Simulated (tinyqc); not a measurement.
Two-dimensional electron gas with Rashba and Dresselhaus coupling, step by step. Values are carried at full precision from step to step, so a last printed digit may differ when a step is redone from the rounded ones.

H = c k^2/m + al (ky sx - kx sy) + b1 (kx sx - ky sy) + gam kx ky (kx sy - ky sx), s the Pauli matrices, x = [100], c = hbar^2/2m0, b1 = gam (pi/L)^2 (hard walls). H = c k^2/m + B.s, so E = c k^2/m -/+ |B| and the lower state has its spin along -B.

Constants: hbar^2/2m0 = 3.80998211 eV angstrom^2; hbar = 6.58211957e-16 eV s.

Inputs chosen for the exercise (of the size met in GaAs; the results hold for these values, not for the real material): m = 0.0668 m0 (mass); al = 0.022 eV angstrom (Rashba constant); gam = 10.9 eV angstrom^3 (bulk Dresselhaus constant); L = 243 angstrom (width of the (001) well); n = 6.8 1e11/cm^2 (sheet density (one subband filled)); phi = 135 degrees (angle of k from [100]).

## Scales

b1; mean Fermi wave vector k0 = sqrt(2 pi n) (1e11/cm^2 = 1e-5/angstrom^2); E0 = c k0^2/m; b3 = gam k0^2/4; kR = al m/(2c) and ER = al kR/2, the shift and depth of a pure Rashba band.

b1 = 0.001822 eV angstrom
k0 = 0.02067 1/angstrom
E0 = 24.369 meV
b3 = 0.001164 eV angstrom
kR = 0.0001929 1/angstrom
ER = 0.002121 meV

The ratio al/(b1 - b3) is 33.46; kR is 0.9 % of k0.

## Spin-orbit field at one point of the Fermi circle

k = k0 (cos phi, sin phi). Form B, the splitting 2|B| and the direction of the lower spin, atan2(-By, -Bx).

Bx, By (meV): 0.3290  0.3290

splitting = 0.9304 meV
direction of the lower spin = -135.0 degrees

## The matrix

H = [[E0, Bx - i By], [Bx + i By, E0]] in meV; diagonalise. Precession period h/(2|B|) = 2 pi hbar/(splitting).

H (meV):
```
                  up            down
up           24.3689  0.3290-0.3290i
down  0.3290+0.3290i         24.3689
```

levels (meV): 23.9036  24.8341

period = 4.44 ps

## The two wave vectors at the energy E0 along this direction

Solve c k^2/m -/+ |B(k)| = E0. The spin turns by (k_outer - k_inner) per length, so a half turn takes pi/(difference).

k (1/angstrom): outer 0.020869, inner 0.020474

difference = 0.0003946 1/angstrom
length of a half turn = 796.1 nm

For linear terms alone the difference is (m/c)|B|/k, whatever the energy: every electron along this direction turns alike, the basis of the spin transistor. The cubic term makes it depend on density.

## Checks

- Difference of the Fermi wave vectors without Dresselhaus terms against al m/c: both 0.00038572.

tinyqc: `OMP_NUM_THREADS=1 python tinyqc.py 1451964 1451965 out.jsonl`; about 0.01 s, one thread, shared Intel(R) Xeon(R) Processor @ 2.30GHz.
